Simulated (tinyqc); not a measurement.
Scaling with the misfit: strain-driven roughening and islands of a mismatched epitaxial film. Computed by tinyqc, a small Python program. Command: `OMP_NUM_THREADS=1 python tinyqc.py 3002145 3002146 out.jsonl island walk`. One thread of a shared host (Intel(R) Xeon(R) Processor @ 2.30GHz), about 0.01 s of CPU time with the checks.

Film and substrate share isotropic elastic constants; the film is coherent and biaxially strained.

Inputs (values chosen for the exercise, modelled on Ge on Si):

| quantity | value | unit |
|---|---|---|
| misfit \|f\| | 0.0405 | - |
| shear modulus G | 51.2 | GPa |
| Poisson ratio nu | 0.25 | - |
| surface energy gamma | 1.03 | J/m^2 |
| contact angle of the shallow shape theta_1 | 12.1 | degrees |
| contact angle of the steep shape theta_2 | 30.2 | degrees |
| facet energy of shape 1 over gamma | 1.007 | - |
| facet energy of shape 2 over gamma | 1.001 | - |
| surface mobility D_s nu_s Omega^2/(k_B T) | 2.9e-32 | m^6/(J s) |

Transport: surface diffusion.

Constants: e = 1.602176634e-19 C.

Method:
- M = 2 G (1 + nu)/(1 - nu); stress = M f; energy density w = M f^2.
- A ripple A cos(k x) has the surface chemical potential per volume [gamma k^2 - 2 (1 + nu) w k] A cos(k x), so k_c = 2 (1 + nu) w/gamma. With surface diffusion the amplitude grows at the rate q = B k^2 [2 (1 + nu) w k - gamma k^2], fastest at k_m = (3/4) k_c. B is the surface mobility.
- Shallow faceted island (Tersoff form): E = 4 Gam V^(2/3) tan^(1/3)(theta) - 6 c V tan(theta), Gam = gamma [x/sin(theta) - 1/tan(theta)], x the facet energy over gamma, c = stress^2 (1 - nu)/(2 pi G).
- The barrier is the maximum of E, at V_c = [4 Gam/(9 c)]^3 / tan^2(theta) (1 GPa nm = 1 J/m^2).
- V_c = [4 Gam/(9 c)]^3/tan^2(theta), barrier = (4/3) Gam V_c^(2/3) tan^(1/3)(theta); the growth time is 1/q at k_m.

fastest wavelength = 12.3298 nm

growth time 1/q at k_m = 0.00148934 s

critical volume, shape 1 = 4.09016 nm^3

barrier, shape 1 = 1.82876 eV

Misfit scaled at fixed constants:

| \|f\| (%) | fastest wavelength (nm) | growth time (s) | V_c of shape 1 (nm^3) | barrier of shape 1 (eV) |
|---|---|---|---|---|
| 1.0125 | 197.28 | 9.7606e+01 | 1.6753e+04 | 4.6816e+02 |
| 1.4175 | 100.65 | 6.6138e+00 | 2.2250e+03 | 1.2187e+02 |
| 2.0250 | 49.32 | 3.8127e-01 | 2.6177e+02 | 2.9260e+01 |
| 2.8350 | 25.16 | 2.5835e-02 | 3.4766e+01 | 7.6167e+00 |
| 4.0500 | 12.33 | 1.4893e-03 | 4.0902e+00 | 1.8288e+00 |
| 5.6700 | 6.29 | 1.0092e-04 | 5.4322e-01 | 4.7604e-01 |

Halving the misfit stretches the wavelength 4 times, the barrier 16 times, the volume 64 times and the time 256 times: f^(-2), f^(-4), f^(-6), f^(-8). Over these rows the time spans 6.0 decades: strongly mismatched films tend to roughen first, while dilute alloys have time to stay flat. Rows with wavelengths under 10 nm or volumes under 5 nm^3 are beyond the continuum picture. Caution: a critical island of a few cubic nanometres holds a few hundred atoms at most, and edge energies, left out here, matter.

Extremes, crossings and ranges named in words are read from the listed rows.
